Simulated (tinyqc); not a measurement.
Width of the well: quantum-confined Stark effect in a modulator well.

Envelopes on cells of 0.5 angstrom over the well |z| < L/2 and 45 angstrom of barrier on each side, psi = 0 beyond, psi'/m continuous (mean mass between points), c = hbar^2/2m0. The electron sees + e F z and the hole - e F z, each with its offset in the barriers; 1 kV/cm = 1e-5 eV/angstrom. Light holes, band mixing and escape by tunnelling are left out.

Exciton: in-plane function exp(-rho/lam), 1/mu = 1/me + 1/mp, E(lam) = c/(mu lam^2) - (q/eps) times the integral over k of Fm(k)(1 + (k lam/2)^2)^(-3/2), Fm(k) the double integral of psi_e^2 psi_h^2 exp(-k |z - z'|), q = e^2/(4 pi eps0); binding Eb = -E at the minimum. Line at Eg + E_e + E_h - Eb, strength proportional to overlap^2/lam^2.

Constants: hbar^2/2m0 = 3.80998211 eV angstrom^2; e^2/(4 pi eps0) = 14.39964547 eV angstrom; hc = 1239.841984 eV nm.

Values chosen for the exercise (near those of an InGaAsP well in InP; shifted at random, so the results belong to these values and not to a real crystal): Vc = 0.185 eV (conduction offset); Vv = 0.309 eV (heavy-hole offset); me = 0.0502 m0 (electron, well); meb = 0.0767 m0 (electron, barrier); mh = 0.357 m0 (heavy hole along z, well); mhb = 0.494 m0 (heavy hole, barrier); Eg = 0.862 eV (gap of the well); mp = 0.104 m0 (heavy hole in the plane); eps = 13.1 (dielectric constant); Ls = (50, 66, 84, 104, 126, 150, 170) angstrom (widths); F_L = 63 kV/cm (field for this table).

Zero-field line, its shift at F_L and the relative strength.

Results:
```
L (angstrom),line at F = 0 (nm),Eb (meV),shift (meV),relative strength,shift x strength (meV)
50,1297.1,7.27,-1.43,0.969,1.38
66,1336.7,6.98,-2.74,0.916,2.51
84,1365.0,6.67,-5.26,0.787,4.14
104,1385.3,6.36,-9.54,0.565,5.38
126,1400.0,6.06,-16.00,0.317,5.08
150,1410.6,5.78,-24.83,0.137,3.40
170,1416.8,5.56,-33.37,0.059,1.97
```

What can be read from this table?

The shift grows with exponent 2.35 in L over the first two rows and 2.36 over the last two, against 4 for hard walls at second order; leakage lowers it in narrow wells and saturation in wide ones. The strength falls from 0.97 to 0.06, and the product of the two is largest at 104 angstrom.

Run: tinyqc, `OMP_NUM_THREADS=1 python tinyqc.py 1281183 1281184 out.jsonl`; Intel(R) Xeon(R) Processor @ 2.30GHz, one thread, shared host; about 0.2 s of CPU time with all checks.
